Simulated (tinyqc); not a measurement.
Choice of the trial bonds: Wannier functions of a composite (isolated) pair of valence bands (bonds of an sp chain).

Each atom has a hybrid pointing left (<) and right (>). H(k): diagonal +V3 on A, -V3 on B; <A<|A>> = -V1a, <B<|B>> = -V1b, <A>|B<> = -V2, <B>|A<> = -V2p exp(ik); k in 1/a, Bloch sums with exp(ikR). The two lowest bands are filled. Trial functions in cell 0: g1 = cos(c) A> + sin(c) B<, and g2 = sin(c) B> + cos(c) A< of cell 1, whose Bloch vector has cos(c) exp(-ik) on A<. Projection A_mn = <psi_m|g_n>, S = A^+ A, Loewdin U = A S^(-1/2), Bloch-like states w_n = sum_m psi_m U_mn, H_W(k) = U^+ diag(E) U. P = sum_m |psi_m><psi_m| is free of phase choices, and S = g^+ P g, w = P g S^(-1/2).

Parameters, chosen for this exercise:
```
symbol  value  unit  meaning
V2      5      eV    coupling in the bond A-B inside the cell
V2p     4.77   eV    coupling in the bond to the next cell
V1a     1.54   eV    coupling of the two hybrids on A
V1b     1.33   eV    the same on B
V3      0      eV    A at +V3, B at -V3
xb      0.47   a     position of B (A at 0)
```

N = 12; centres and spreads in real space with point-like hybrids at R and R + xb; smallest eigenvalue of S over the mesh.

Trial angle:
```
c (deg)  smallest S  centre 1 (a)  centre 2 (a)  sum of centres  total spread (a^2)  H_12(R = 0), mean over k (eV)
15            0.618        0.2342        0.7358          0.9700              0.1315                        -0.6659
30            0.845        0.2342        0.7358          0.9700              0.1314                        -0.6610
45            0.978        0.2342        0.7358          0.9700              0.1314                        -0.6566
55            0.903        0.2342        0.7358          0.9700              0.1314                        -0.6538
65            0.777        0.2342        0.7358          0.9700              0.1314                        -0.6507
75            0.618        0.2342        0.7358          0.9700              0.1315                        -0.6472
85            0.445        0.2342        0.7358          0.9700              0.1317                        -0.6428
```

The sum of the centres stays at 0.9700 a within 0.0000: it gives the electronic polarisation, modulo a, and is fixed by the filled space. Single centres move by less than 0.0001 a here and H_12(0), a matter of gauge, moves by 23 meV. The total spread runs only from 0.1314 to 0.1317 a^2, so the orthogonalisation repairs even poor trials; the projection is best at c = 45 degrees among these rows, and the two bonds, isolated, have c = 45 and 45.

(tinyqc, `OMP_NUM_THREADS=1 python tinyqc.py 1481862 1481863 out.jsonl`, Intel(R) Xeon(R) Processor @ 2.30GHz, 1 thread, shared host, about 0.3 s.)
